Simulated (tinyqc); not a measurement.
Inside a calculation: strain-driven crossing of the Gamma and L valleys in a germanium-like crystal. Values are carried at full precision from step to step, so a last printed digit may differ when a step is redone from the rounded ones.

Biaxial loads: e0 is the in-plane strain e_par and the normal is free. (001): e_perp = -2 (C12/C11) e_par; exx = eyy = e_par, ezz = e_perp, no shear. (111): e_perp = -(2 C11 + 4 C12 - 4 C44)/(C11 + 2 C12 + 4 C44) e_par; exx = eyy = ezz = (2 e_par + e_perp)/3 and exy = eyz = ezx = (e_perp - e_par)/3. (110): e_perp = -(C11 + 3 C12 - 2 C44)/(C11 + C12 + 2 C44) e_par; exx = eyy = (e_par + e_perp)/2, ezz = e_par, exy = (e_perp - e_par)/2, eyz = ezx = 0. Uniaxial loads: a stress along n, scaled so that n.e.n = e0, with exx = s11 sxx + s12 (syy + szz), exy = s44 sxy/2, s11 = (C11 + C12)/((C11 - C12)(C11 + 2 C12)), s12 = -C12/((C11 - C12)(C11 + 2 C12)), s44 = 1/C44.

Constants: kB = 8.617333262e-05 eV/K; hc = 1239.841984 eV nm.

Parameters, chosen for this exercise (near those of Ge, gaps at low temperature; the results hold for these values, not for the real material): C11 = 129.4 GPa; C12 = 47.9 GPa; C44 = 66.4 GPa; load = uniaxial [110] (kind of strain); e0 = 0.0175 (size of the strain); Eg = 0.896 eV (gap at Gamma to the s-like level); EgL = 0.759 eV (gap to L); Dso = 0.288 eV (spin-orbit splitting); ac = -8.11 eV (conduction deformation potential); av = 1.24 eV (valence hydrostatic potential); b = -2.58 eV (tetragonal shear potential); d = -5.32 eV (trigonal shear potential); aL = -1.66 eV (hydrostatic potential of the L edge, Xd + Xu/3); XuL = 16.95 eV (uniaxial potential, L); mG = 0.0397 m0 (mass at Gamma); mL = 0.541 m0 (density-of-states mass of the four L valleys together); T = 77 K (temperature).

## The strain tensor for a uniaxial [110] load

Form the tensor and its trace.

strain tensor in the cubic axes:
```
          x         y          z
x  0.008462  0.009038   0.000000
y  0.009038  0.008462   0.000000
z  0.000000  0.000000  -0.006265
```

tr(e) = 0.010659

## Band edges

Edges from the unstrained valence top: Gamma at Eg + ac tr(e); an L valley with unit axis u at EgL + aL tr(e) + XuL (u.e.u - tr(e)/3), u along [111], [1-1-1], [-11-1], [-1-11]; valence edges are the levels of the 6 x 6 matrix of X, Y, Z times spin with -Dso/3 + l exx + m (eyy + ezz) on the diagonal (cyclic), n exy off it, l = av + 2 b, m = av - b, n = sqrt(3) d. Spin-orbit term (Dso/3) L.sigma on X, Y, Z with (L_k)_ij = -i epsilon_kij: <X+|H|Y+> = -i Dso/3, <X+|H|Z-> = Dso/3, <Y+|H|Z-> = -i Dso/3, <Z+|H|X-> = -Dso/3, <Z+|H|Y-> = i Dso/3, <X-|H|Y-> = i Dso/3, and their conjugates; + and - are the spin along z.

Give the edges and the direct and indirect gaps from the top valence edge.

Gamma edge = 0.8096 eV

L edges (eV): [111] 0.8434, [1-1-1] 0.6392, [-11-1] 0.6392, [-1-11] 0.8434

valence edges from the top (eV): 0.0757  -0.0203  -0.3037

direct and indirect gap (eV): 0.7339  0.5635

The gap is indirect: Gamma lies 170 meV above the lowest L valley. The top two valence edges are 96 meV apart.

## Electrons in the Gamma valley

Non-degenerate, parabolic: share = mG^(3/2)/(mG^(3/2) + (mL^(3/2)/4) sum_i exp(-(E_Li - E_Gamma)/kT)). Also the offset at which four equal L valleys hold half of the electrons, kT ln((mL/mG)^(3/2)), and the wavelength hc/E of the direct gap.

(mL/mG)^(3/2) = 50.30
share in Gamma = 2.81e-11 %
offset for an even split = 26.0 meV
wavelength = 1689 nm

With the L valleys as they lie here, Gamma must be 21 meV below the lowest of them to hold half of the electrons at 77 K; it lies 170 meV above. A direct gap alone is not enough.

Computed by tinyqc, a small Python program: `OMP_NUM_THREADS=1 python tinyqc.py 1050077 1050078 out.jsonl` (the numbers bound the seed that draws the inputs); one thread of a shared host (Intel(R) Xeon(R) Processor @ 2.30GHz), about 0.01 s for the whole set of steps.
